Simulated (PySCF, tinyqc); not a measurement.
Inside a calculation. Method: RHF in the 6-31g basis, for H3+, spin multiplicity 1. The lowest restricted solution is unstable here: a spin-polarised one lies 0.0002 hartree lower (PySCF). One step of it, computed by the program tinyqc.

Question. Iteration 2: diagonalisation and new density. Diagonalise F' = X^T F X, C = X C', fill 1 alpha and 1 beta electrons from the bottom; D = 2 C_occ C_occ^T. Each column has its largest component positive (the first on a tie).

Fock matrix F (hartree), lower triangle:
```
           1H 1s      1H 2s      2H 1s      2H 2s      3H 1s      3H 2s
1H 1s  -0.371403
1H 2s  -0.748811  -0.752802
2H 1s  -0.423423  -0.486562  -0.222607
2H 2s  -0.529211  -0.573669  -0.565901  -0.542139
3H 1s  -0.423423  -0.486562  -0.088366  -0.206736  -0.222607
3H 2s  -0.529211  -0.573669  -0.206736  -0.333085  -0.565901  -0.542139
```

X:
```
               1          2          3          4          5         6
1H 1s  -0.799058   0.000000   0.754800   0.867821   0.000000  0.228298
1H 2s   2.847398   0.000000  -0.528315   0.168531   0.000000  0.311384
2H 1s   0.295786  -0.851667   0.718022  -0.506599   0.456850  0.171040
2H 2s  -1.635161   1.065338  -0.514533  -0.156943   0.365222  0.246273
3H 1s   0.295786   0.851667   0.718022  -0.506599  -0.456850  0.171040
3H 2s  -1.635161  -1.065338  -0.514533  -0.156943  -0.365222  0.246273
```

Give: F' = X^T F X; orbital energies; coefficients C; D after iteration 2.

Answer.

F' = X^T F X (hartree), lower triangle:
```
         1        2        3        4        5        6
1   0.5061
2   0.0000   0.6342
3  -0.1041   0.0000   0.5519
4  -0.4244   0.0000  -0.0517   0.2912
5   0.0000  -0.1844   0.0000   0.0000  -0.3515
6  -0.0291   0.0000  -0.1348  -0.0706   0.0000  -0.9181
```

orbital energies (hartree): MO1 -0.9382, MO2 -0.3849, MO3 -0.0471, MO4 0.5699, MO5 0.6676, MO6 0.8466

coefficients C:
```
          MO1      MO2      MO3      MO4      MO5      MO6
1H 1s  0.3266   0.0000   0.2663   0.4619   0.0000  -1.2738
1H 2s  0.4130   0.0000   1.7619  -0.4256   0.0000   2.2486
2H 1s  0.2135   0.2979  -0.1196   0.8176  -0.9194   0.4008
2H 2s  0.1010   0.5491  -1.2249  -0.5644   0.9833  -1.0930
3H 1s  0.2135  -0.2979  -0.1196   0.8176   0.9194   0.4008
3H 2s  0.1010  -0.5491  -1.2249  -0.5644  -0.9833  -1.0930
```

D after iteration 2, lower triangle:
```
        1H 1s   1H 2s   2H 1s   2H 2s   3H 1s   3H 2s
1H 1s  0.2133
1H 2s  0.2698  0.3412
2H 1s  0.1394  0.1763  0.0911
2H 2s  0.0660  0.0835  0.0431  0.0204
3H 1s  0.1394  0.1763  0.0911  0.0431  0.0911
3H 2s  0.0660  0.0835  0.0431  0.0204  0.0431  0.0204
```
